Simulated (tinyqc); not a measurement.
Tight binding, kagome lattice, step by step. One step of it, computed by the program tinyqc.

Question. Levels at k. Diagonalise the Hermitian matrix.

H(k) at k (eV):
```
                     A                    B                    C
A             0.000000  -0.001362-0.043325i  -1.374559+0.086480i
B  -0.001362+0.043325i             0.000000  -0.001362-0.043325i
C  -1.374559-0.086480i  -0.001362+0.043325i             0.000000
```

Give: eigenvalues; weights |c|^2 of the basis functions.

Answer.

eigenvalues (eV): -1.3773  -0.0027  1.3800

weights |c|^2 of the basis functions:
```
   band 1  band 2  band 3
A  0.5000  0.0010  0.4990
B  0.0000  0.9980  0.0020
C  0.5000  0.0010  0.4990
```
